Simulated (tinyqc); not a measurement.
Inside a calculation. Model: free and trapped electrons in a MOS channel with a dense trap tail.

Numbers from tinyqc (`OMP_NUM_THREADS=1 python tinyqc.py 2222179 2222180 out.jsonl`; about 0.02 s on one thread of a shared Intel Xeon 2.30GHz). Printed values are rounded.

p-type body, charge-sheet picture, full ionisation (an idealisation for deep acceptors), Boltzmann statistics for free electrons. e = Ec - EF at the surface. Acceptor-like traps of density D(E) = D0 + De exp(-E/Ew) at depth E below Ec, from 0 to Eu, hold n_t = integral of D(E)/(1 + exp((e - E)/Vt)). psi = Eg - Vt ln(Nv/Na) - e; N_dep = sqrt(2 eps0 eps_r Na (psi - Vt)/q); n_f = sqrt(N_dep^2 + 2 eps0 eps_r Vt Nc exp(-e/Vt)/q) - N_dep; Vg = Vfb + psi + q (N_dep + n_t + n_f)/Cox, Cox = eps0 eox/tox.

Values chosen for this exercise; band and dielectric values close to those of 4H silicon carbide:
```
symbol,value,unit,meaning
T,300,K,temperature
Eg,3.29,eV,band gap
eps_r,9.63,,relative permittivity
Nc,1.68e19,cm^-3,conduction-band density of states at T
Nv,2.55e19,cm^-3,valence-band density of states at T
eox,3.9,,relative permittivity of the insulator
tox,27,nm,insulator thickness
Na,5e16,cm^-3,acceptor density
Vfb,-2.76,V,flat-band voltage without trapped charge
D0,2.5e10,cm^-2 eV^-1,constant background density of acceptor-like traps
De,8.1e12,cm^-2 eV^-1,density of the tail at the conduction edge
Ew,0.09,eV,decay energy of the tail
Eu,0.63,eV,depth below Ec down to which the traps reach
mf,130,cm^2/(V s),mobility of free electrons
e,0.106,eV,Ec - EF at the surface
```

Constants: q = 1.602176634e-19 C, kB = 1.380649e-23 J/K, Vt = kB T/q, eps0 = 8.8541878128e-14 F/cm where lengths are in cm. Results are converted to the units shown.

## Trapped charge

Trapezoid rule on 14 equal steps from 0 to Eu, f = 1/(1 + exp((e - E)/Vt)).

E, point 0 to 14 (eV): [0, 0.045, 0.09, 0.135, 0.18, 0.225, 0.27, 0.315, 0.36, 0.405, 0.45, 0.495, 0.54, 0.585, 0.63]
D(E) f, point 0 to 14 (cm^-2 eV^-1): [1.32424e11, 4.26175e11, 1.05178e12, 1.38218e12, 1.06062e12, 6.83044e11, 4.27524e11, 2.69516e11, 1.73347e11, 1.14982e11, 7.95772e10, 5.81028e10, 4.50779e10, 3.71779e10, 3.23862e10]
n_t = 2.65118e11 cm^-2

With 1600 steps n_t = 2.657e11 cm^-2; the coarse value is 0.23 % below it.

## Charges and gate voltage

psi, N_dep, n_f and Vg as defined, with the n_t given; free share n_f/(n_f + n_t); apparent mobility mf n_f/(n_f + n_t); gate voltage spent on traps q n_t/Cox.

psi = 3.02283 V
N_dep = 1.26291e12 cm^-2
n_f = 2.99675e10 cm^-2
Vg = 2.21460 V
free share = 10.1555 %
apparent mobility = 13.2022 cm^2/(V s)
gate voltage spent on traps = 0.332124 V
